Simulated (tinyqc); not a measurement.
Screening unbinds the donor: static screening by free carriers.

kF = (3 pi^2 n/Mv)^(1/3), EF = c kF^2/m with c = hbar^2/2m0, n in 1/angstrom^3 (1e-24 per 1/cm^3), e2 = e^2/(4 pi eps0). Thomas-Fermi: qTF^2 = 6 pi e2 n/(eps EF). Debye: qD^2 = 4 pi e2 n/(eps kB T).

F_j(eta) = (1/Gamma(j + 1)) integral_0^infinity x^j dx/(1 + exp(x - eta)), which tends to exp(eta) for eta << 0.

At finite T: qs^2 = qD^2 F_-1/2(eta)/F_1/2(eta), where n = Mv N F_1/2(eta) and N = 2 (m kB T/(4 pi c))^(3/2) with c = hbar^2/2m0, in 1/angstrom^3; times 1e24 for 1/cm^3.

Donor in the screened potential -(e2/eps) exp(-qs r)/r with the trial function exp(-r/a): E(a) = c/(m a^2) - (e2/eps) 4/(a (2 + qs a)^2), e2 = e^2/(4 pi eps0), c = hbar^2/2m0; isotropic mass.

Constants: hbar^2/2m0 = 3.80998211 eV angstrom^2; e^2/(4 pi eps0) = 14.39964547 eV angstrom; kB = 8.617333262e-05 eV/K; a0 (Bohr radius) = 0.5291772105 angstrom.

Values chosen for the exercise (near those of GaAs; the results hold for these values, not for the real material):

| symbol | value | unit | meaning |
|---|---|---|---|
| m | 0.0652 | m0 | mass of one isotropic valley |
| Mv | 1 |  | valleys |
| eps | 12.7 |  | background dielectric constant |
| T | 77 | K |  |

All carriers n are taken as free and screen with qs(T); E(a) is minimised over a; a dash marks no bound state. aB = a0 eps/m.

Donor level:

| n (1/cm^3) | n^(1/3) aB | qs aB | E (meV) | a/aB |
|---|---|---|---|---|
| 7.0e+12 | 0.020 | 0.013 | -5.36 | 1.000 |
| 6.0e+13 | 0.040 | 0.037 | -5.10 | 1.001 |
| 3.0e+14 | 0.069 | 0.083 | -4.64 | 1.005 |
| 9.0e+14 | 0.100 | 0.143 | -4.08 | 1.013 |
| 3.0e+15 | 0.149 | 0.259 | -3.13 | 1.041 |
| 6.0e+15 | 0.187 | 0.363 | -2.40 | 1.077 |
| 2.0e+16 | 0.280 | 0.636 | -0.99 | 1.242 |
| 4.0e+16 | 0.353 | 0.853 | -0.28 | 1.521 |

aB = 103.1 angstrom

How do the results move, and what explains it?

The level rises from -5.36 meV at the lowest density to -0.28 meV at 4e+16 1/cm^3, against -5.50 meV unscreened. It stays bound over this range. This trial function loses binding at qs aB = 1 and the exact Yukawa problem at 1.19; the Mott rule of thumb is n^(1/3) aB = 0.26, which the last bound row of this table passes: the rule belongs to low temperature, and thermal carriers screen more weakly.

Computed by tinyqc, a small Python program: `OMP_NUM_THREADS=1 python tinyqc.py 1651578 1651579 out.jsonl` (the numbers bound the seed that draws the inputs); one thread of a shared host (Intel(R) Xeon(R) Processor @ 2.30GHz), about 0.01 s for the whole set of steps.
